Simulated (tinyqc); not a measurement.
Inside a calculation. Method: bound state in one dimension: Numerov shooting, finite differences, DVR. Computed by tinyqc, a small Python program that keeps every step. Settings: points = 48. Command: `OMP_NUM_THREADS=1 python tinyqc.py 26261 26262 out.jsonl` (the two numbers bound the seeds that draw the settings). One thread of a shared host (Intel(R) Xeon(R) Processor @ 2.60GHz), about 0.01 s of CPU time with the checks.

## Numerov steps at E = 0.1

One particle of mass 1 in V = 6.18 (1 - exp(-0.78 x))^2 (atomic units), psi = 0 at both ends:
```
parameter,value
left end,-1.600000
right end,7
intervals,48
h,0.179167
state sought (nodes),1
```

k_i = 2 m (E - V_i); (1 + h^2 k_(i+1)/12) y_(i+1) = 2 (1 - 5 h^2 k_i/12) y_i - (1 + h^2 k_(i-1)/12) y_(i-1), from y_0 = 0, y_1 = 0.001.

Points along the way:
```
i,x,V,k,y
0,-1.60000,38.11282,-76.02564,0.00000
1,-1.42083,25.44340,-50.68681,0.00100
2,-1.24167,16.50014,-32.80027,0.00368
3,-1.06250,10.29138,-20.38275,0.01028
4,-0.88333,6.07812,-11.95623,0.02357
5,-0.70417,3.31097,-6.42194,0.04573
16,1.26667,2.43481,-4.66961,0.83538
17,1.44583,2.82611,-5.45222,1.17811
18,1.62500,3.19007,-6.18014,1.73174
19,1.80417,3.52448,-6.84895,2.63715
20,1.98333,3.82881,-7.45763,4.13689
21,2.16250,4.10370,-8.00740,6.65275
```

## Bisection on the node count

With more sign changes than the state has nodes (the last point included) the energy is too high, else too low; the bracket starts as 0.1 to 10.

Trials:
```
trial,E,sign changes,y at the right end,next
1,5.0500000,3,-1.33e+00,lower
2,2.5750000,1,-2.38e+04,raise
3,3.8125000,2,2.81e+02,lower
4,3.1937500,1,-1.31e+03,raise
5,3.5031250,2,1.60e+02,lower
6,3.3484375,1,-2.81e+02,raise
7,3.4257812,1,-8.07e+00,raise
8,3.4644531,2,8.69e+01,lower
9,3.4451172,2,4.25e+01,lower
10,3.4354492,2,1.80e+01,lower
11,3.4306152,2,5.15e+00,lower
12,3.4281982,1,-1.41e+00,raise
13,3.4294067,2,1.89e+00,lower
14,3.4288025,2,2.42e-01,lower
...,...,...,...,...
28,3.4287136,1,-8.82e-05,raise
29,3.4287136,1,-3.79e-05,raise
30,3.4287136,1,-1.28e-05,raise
```

eigenvalue = 3.4287136 hartree

## The same grid by other methods

Three-point finite differences and the sine-DVR kinetic matrix of Colbert and Miller on the same points.

Lowest levels (hartree):
```
state,finite differences,DVR
0,1.28861,1.29509
1,3.40863,3.42900
2,4.92573,4.95449
3,5.85583,5.87874
```
